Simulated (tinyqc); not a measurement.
Hall effect and magnetoresistance of several carrier groups with constant relaxation times. Changing the density n2. Computed by tinyqc, a small Python program. Command: `OMP_NUM_THREADS=1 python tinyqc.py 3001744 3001745 out.jsonl hall2 sweep`. One thread of a shared host (Intel(R) Xeon(R) Processor @ 2.30GHz), about 0.01 s of CPU time with the checks.

Group 1 has charge -e and group 2 charge +e; s_i is that sign. B lies along z; mu B is formed with mu in m^2/(V s).

Inputs (values chosen for the exercise, for a model conductor): density n1 = 1.2e+12 1/cm^2; mobility mu1 = 19000 cm^2/(V s); mobility mu2 = 5000 cm^2/(V s); magnetic field B = 8.1 T.

Carriers: electrons and holes. Densities: per area (a thin layer).

Constants: e = 1.602176634e-19 C.

Method:
- sigma_xx = sum n_i e mu_i/(1 + mu_i^2 B^2); sigma_xy = sum s_i n_i e mu_i^2 B/(1 + mu_i^2 B^2).
- rho_xx = sigma_xx/(sigma_xx^2 + sigma_xy^2); Hall coefficient R_H = sigma_xy/(B (sigma_xx^2 + sigma_xy^2)), with B in V s/cm^2 (1 T = 1e-4 V s/cm^2); magnetoresistance MR = rho_xx(B)/rho_xx(0) - 1. Apparent density 1/(e |R_H|); Hall mobility |R_H|/rho_xx.
- Weak field: R_H(0) = sum s_i n_i mu_i^2/(e (sum n_i mu_i)^2); MR = c B^2 with c = n1 n2 mu1 mu2 (s1 mu1 - s2 mu2)^2/(n1 mu1 + n2 mu2)^2. Strong field: R_H = 1/(e sum s_i n_i); rho_xx saturates at (n1/mu1 + n2/mu2)/(e (sum s_i n_i)^2).

One run for each value:
```
density n2 (1/cm^2)  Hall coefficient R_H (cm^2/C)  R_H at weak field (cm^2/C)  magnetoresistance MR (%)  rho_xx (ohm)
3.60e+10                               -5.3465e+06                 -5.1095e+06                      18.1         320.9
7.70e+10                               -5.5209e+06                 -5.0076e+06                      41.4         380.8
1.70e+11                               -5.9556e+06                 -4.7867e+06                     107.1         546.4
3.60e+11                               -7.0438e+06                 -4.3751e+06                     324.2        1076.4
7.60e+11                               -1.0166e+07                 -3.6537e+06                    1766.1        4378.7
1.60e+12                                6.5025e+06                 -2.5870e+06                    3635.5        7569.9
3.50e+12                                2.5144e+06                 -1.3286e+06                     457.7         863.7
7.50e+12                                9.6920e+05                 -4.2175e+05                     135.4         243.6
1.60e+13                                4.1816e+05                 -1.9608e+04                      52.7          92.7
3.50e+13                                1.8400e+05                  7.0479e+04                      22.2          38.5
```

Over the rows, Hall coefficient R_H (cm^2/C) lies between -1.02e7 and 6.50e6 without a single trend; R_H at weak field (cm^2/C) rises from -5.11e6 to 70500; magnetoresistance MR (%) goes from 18.1 through a maximum among these rows, 3640 at 1.60e12, to 22.2. The weak-field R_H vanishes at n2 = n1 (mu1/mu2)^2 = 1.73e13, above n1, since each group counts with mu^2; at the given field the sign changes between 7.60e11 and 1.60e12.

Caution (all rows): mu B is well above 1, where Landau quantisation, left out here, shows at low temperature.

Extremes, crossings and ranges named in words are read from the listed rows.
